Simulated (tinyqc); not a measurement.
Worked calculation: empirical pseudopotential in a few plane waves. One step of it, computed by the program tinyqc.

Question. Bloch Hamiltonian at k. Basis: the 15 shortest G (labels in 2 pi/a), the same at every k. H(G,G') = c |k + G|^2 delta + VS(|G-G'|^2) cos((G-G').tau) + i VA sin((G-G').tau), tau = a/8 (1,1,1); 1 Ry = 13.605693 eV.

Parameters chosen for this model: fcc lattice, atoms at +/- a/8 (1,1,1); form factors in rydberg at |G|^2 in units of (2 pi/a)^2:

| parameter | value | unit |
|---|---|---|
| a | 5.530000 | angstrom |
| VS(3) | -0.208000 | Ry |
| VS(8) | -0.009000 | Ry |
| VS(11) | 0.062000 | Ry |
| VA(3) | 0.150000 | Ry |
| VA(4) | 0.031000 | Ry |
| VA(11) | 0.008000 | Ry |
| hbar^2/2m (2 pi/a)^2 | 4.918497 | eV |

k point k (2 pi / a): -0.460000  0.410000  -0.140000

Give: H(k) at k.

Answer.

H(k) at k (eV):
```
                 +0+0+0           -1-1-1           -1-1+1           -1+1-1
+0+0+0           1.9640   2.0011+1.4431i  -2.0011+1.4431i  -2.0011+1.4431i
-1-1-1   2.0011-1.4431i          18.5885   0.0000-0.4218i   0.0000-0.4218i
-1-1+1  -2.0011-1.4431i   0.0000+0.4218i          15.8341          -0.1225
-1+1-1  -2.0011-1.4431i   0.0000+0.4218i          -0.1225          26.6548
-1+1+1  -2.0011+1.4431i           0.1225   0.0000+0.4218i   0.0000+0.4218i
+1-1-1  -2.0011-1.4431i   0.0000+0.4218i          -0.1225          -0.1225
+1-1+1  -2.0011+1.4431i           0.1225   0.0000+0.4218i           0.0000
+1+1-1  -2.0011+1.4431i           0.1225           0.0000   0.0000+0.4218i
+1+1+1   2.0011+1.4431i           0.0000           0.1225           0.1225
-2+0+0   0.0000-0.4218i  -2.0011+1.4431i  -2.0011-1.4431i  -2.0011-1.4431i
+0-2+0   0.0000-0.4218i  -2.0011+1.4431i  -2.0011-1.4431i   0.5965-0.0770i
+0+0-2   0.0000-0.4218i  -2.0011+1.4431i   0.5965-0.0770i  -2.0011-1.4431i
+0+0+2   0.0000+0.4218i  -0.5965-0.0770i   2.0011+1.4431i  -0.5965+0.0770i
+0+2+0   0.0000+0.4218i  -0.5965-0.0770i  -0.5965+0.0770i   2.0011+1.4431i
+2+0+0   0.0000+0.4218i  -0.5965-0.0770i  -0.5965+0.0770i  -0.5965+0.0770i

                 -1+1+1           +1-1-1           +1-1+1           +1+1-1
+0+0+0  -2.0011-1.4431i  -2.0011+1.4431i  -2.0011-1.4431i  -2.0011-1.4431i
-1-1-1           0.1225   0.0000-0.4218i           0.1225           0.1225
-1-1+1   0.0000-0.4218i          -0.1225   0.0000-0.4218i           0.0000
-1+1-1   0.0000-0.4218i          -0.1225           0.0000   0.0000-0.4218i
-1+1+1          23.9005           0.0000          -0.1225          -0.1225
+1-1-1           0.0000           9.5384   0.0000-0.4218i   0.0000-0.4218i
+1-1+1          -0.1225   0.0000+0.4218i           6.7841          -0.1225
+1+1-1          -0.1225   0.0000+0.4218i          -0.1225          17.6048
+1+1+1   0.0000+0.4218i           0.1225   0.0000+0.4218i   0.0000+0.4218i
-2+0+0   2.0011-1.4431i   0.5965-0.0770i  -0.5965-0.0770i  -0.5965-0.0770i
+0-2+0  -0.5965-0.0770i  -2.0011-1.4431i   2.0011-1.4431i  -0.5965-0.0770i
+0+0-2  -0.5965-0.0770i  -2.0011-1.4431i  -0.5965-0.0770i   2.0011-1.4431i
+0+0+2  -2.0011+1.4431i  -0.5965+0.0770i  -2.0011+1.4431i   0.5965+0.0770i
+0+2+0  -2.0011+1.4431i  -0.5965+0.0770i   0.5965+0.0770i  -2.0011+1.4431i
+2+0+0   0.5965+0.0770i   2.0011+1.4431i  -2.0011+1.4431i  -2.0011+1.4431i

                 +1+1+1           -2+0+0           +0-2+0           +0+0-2
+0+0+0   2.0011-1.4431i   0.0000+0.4218i   0.0000+0.4218i   0.0000+0.4218i
-1-1-1           0.0000  -2.0011-1.4431i  -2.0011-1.4431i  -2.0011-1.4431i
-1-1+1           0.1225  -2.0011+1.4431i  -2.0011+1.4431i   0.5965+0.0770i
-1+1-1           0.1225  -2.0011+1.4431i   0.5965+0.0770i  -2.0011+1.4431i
-1+1+1   0.0000-0.4218i   2.0011+1.4431i  -0.5965+0.0770i  -0.5965+0.0770i
+1-1-1           0.1225   0.5965+0.0770i  -2.0011+1.4431i  -2.0011+1.4431i
+1-1+1   0.0000-0.4218i  -0.5965+0.0770i   2.0011+1.4431i  -0.5965+0.0770i
+1+1-1   0.0000-0.4218i  -0.5965+0.0770i  -0.5965+0.0770i   2.0011+1.4431i
+1+1+1          14.8504  -0.5965-0.0770i  -0.5965-0.0770i  -0.5965-0.0770i
-2+0+0  -0.5965+0.0770i          30.6880          -0.1225          -0.1225
+0-2+0  -0.5965+0.0770i          -0.1225          13.5716          -0.1225
+0+0-2  -0.5965+0.0770i          -0.1225          -0.1225          24.3923
+0+0+2  -2.0011-1.4431i           0.1225           0.1225           0.0000
+0+2+0  -2.0011-1.4431i           0.1225           0.0000           0.1225
+2+0+0  -2.0011-1.4431i           0.0000           0.1225           0.1225

                 +0+0+2           +0+2+0           +2+0+0
+0+0+0   0.0000-0.4218i   0.0000-0.4218i   0.0000-0.4218i
-1-1-1  -0.5965+0.0770i  -0.5965+0.0770i  -0.5965+0.0770i
-1-1+1   2.0011-1.4431i  -0.5965-0.0770i  -0.5965-0.0770i
-1+1-1  -0.5965-0.0770i   2.0011-1.4431i  -0.5965-0.0770i
-1+1+1  -2.0011-1.4431i  -2.0011-1.4431i   0.5965-0.0770i
+1-1-1  -0.5965-0.0770i  -0.5965-0.0770i   2.0011-1.4431i
+1-1+1  -2.0011-1.4431i   0.5965-0.0770i  -2.0011-1.4431i
+1+1-1   0.5965-0.0770i  -2.0011-1.4431i  -2.0011-1.4431i
+1+1+1  -2.0011+1.4431i  -2.0011+1.4431i  -2.0011+1.4431i
-2+0+0           0.1225           0.1225           0.0000
+0-2+0           0.1225           0.0000           0.1225
+0+0-2           0.0000           0.1225           0.1225
+0+0+2          18.8836          -0.1225          -0.1225
+0+2+0          -0.1225          29.7043          -0.1225
+2+0+0          -0.1225          -0.1225          12.5879
```
